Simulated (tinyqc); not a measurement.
Worked calculation: the 3-omega method: a line heater on a substrate with a thin film. Computed by tinyqc, a small Python program that keeps every step. Command: `OMP_NUM_THREADS=1 python tinyqc.py 3024012 3024013 out.jsonl threeomega walk`. One thread of a shared host (Intel(R) Xeon(R) Processor @ 2.30GHz), about 0.01 s of CPU time with the checks. Intermediate numbers are printed to about 7 digits and carried at full precision; extremes and crossings named in words are read from the listed rows.

A current at angular frequency omega = 2 pi f heats the line at 2 omega with the amplitude P per length; the temperature swing Delta T at 2 omega gives a voltage at 3 omega. The substrate is taken as semi-infinite and isotropic, and the heat capacity of heater and film is left out.

Inputs (values chosen for the exercise, modelled on amorphous silicon on silicon):
```
quantity                                    value           unit
substrate conductivity kappa                  150        W/(m K)
substrate heat capacity C                    1.68  1e6 J/(m^3 K)
heater half-width b                           6.3     micrometre
power amplitude per length P                   24            W/m
current frequency f                           140             Hz
film thickness t                              510             nm
film conductivity kappa_f                     1.6        W/(m K)
interface resistance R_i                       14       m^2 K/GW
substrate thickness d_s                       725     micrometre
temperature coefficient of resistance beta    3.1         1e-3/K
voltage amplitude V_1                        0.92              V
```

## Penetration depth

D = kappa/C; q = sqrt(2 i omega/D); penetration depth 1/|q| = sqrt(D/(2 omega)).

diffusivity D = 89.28571 mm^2/s

penetration depth = 225.2797 micrometre

|q| b = 0.02796524

penetration depth / d_s = 0.3107306

Caution: the penetration depth exceeds a fifth of the substrate thickness, so the back face is felt and the semi-infinite formula fails.

## Temperature swing of the bare substrate

Delta T_s = (P/(pi kappa)) int_0^infinity (sin x/x)^2 / sqrt(x^2 + (q b)^2) dx with (q b)^2 = i |q b|^2, averaged over the heater width (12 Gauss-Legendre points on each of the pieces 0, 14 log-spaced edges from 1e-5 to 1, and multiples of pi to 40 pi; the tail adds 1/(4 (40 pi)^2)). For |q| b much below 1: Delta T_s = (P/(pi kappa)) [-ln(|q| b) + eta - i pi/4], eta = 3/2 - C_E = 0.92278, with Euler's C_E = 0.5772157.

in-phase Delta T_s = 0.2291668 K

out-of-phase Delta T_s = -0.03996958 K

in-phase, narrow-line form = 0.2291616 K

out-of-phase, narrow-line form = -0.04 K

The narrow-line form misses the in-phase part by 0.00 % and the out-of-phase part by +0.1 % at |q| b = 0.028.

## The film adds a constant step

One-dimensional flow across the film: Delta T_f = P (t/kappa_f + R_i)/(2 b); total in-phase swing Delta T = Delta T_s + Delta T_f; third-harmonic amplitude V_3 = V_1 beta |Delta T|/2 with the out-of-phase part included; the apparent film conductivity is t/(t/kappa_f + R_i).

Delta T_f = 0.6338095 K

total in-phase swing = 0.8629763 K

V_3 = 1.231923 mV

apparent film conductivity = 1.532682 W/(m K)

film share of the in-phase swing = 0.7344460

The interface lowers the apparent conductivity by 4 %. The film gives a large part of the signal.

## Conductivity from the slope

Take the in-phase swing at f and at 2f; in the narrow-line limit kappa = P ln 2/(2 pi [Delta T(f) - Delta T(2f)]), whatever the film and the heater width.

in-phase Delta T_s at 2f = 0.2115212 K

kappa from the slope = 150.0443 W/(m K)

error of the slope method = 0.02950776 %

## The window of frequencies

The slope value uses each f and 2f: kappa = P ln 2/(2 pi [Delta T(f) - Delta T(2f)]).

Bare substrate; columns: (1) f (Hz); (2) penetration depth (micrometre); (3) |q| b; (4) in-phase (K); (5) out-of-phase (K); (6) narrow-line form (K); (7) kappa from the slope (W/(m K)):
```
(1)             (2)          (3)          (4)           (5)          (6)       (7)
1.8        1986.780  0.003170960    0.3400317   -0.03999942    0.3400316  150.0006
18         628.2750   0.01002746    0.2813974   -0.03999521    0.2813968  150.0057
180        198.6780   0.03170960    0.2227686   -0.03996196    0.2227619  150.0569
900        88.85151   0.07090482    0.1818114   -0.03984411    0.1817779  150.2835
3600       44.42575    0.1418096    0.1466092   -0.03949457    0.1464762  151.1233
18000      19.86780    0.3170960    0.1061416   -0.03815440    0.1054922  155.4533
72000      9.933901    0.6341920   0.07262981   -0.03490911   0.07019053  170.6540
360000     4.442575     1.418096   0.03910843   -0.02659756   0.02920653  242.7173
1800000    1.986780     3.170960   0.01785218   -0.01530796  -0.01177747  505.4634
1.10e+07  0.8036921     7.838823  0.007216461  -0.006802041  -0.05787150  1252.631
```

The slope gives kappa within 1 % up to |q| b = 0.14 (f = 3600 Hz) among these rows. The penetration depth stays under d_s/5 = 145 micrometre from f = 900 Hz up, so a usable window lies between the two. At high f the flow turns one-dimensional: in-phase and out-of-phase parts become equal in size (ratio 0.94 in the last row) and fall as f^(-1/2) (exponent -0.50).

Checks made by the program: narrow-line limit at |q| b = 0.002 (relative difference 7e-07).
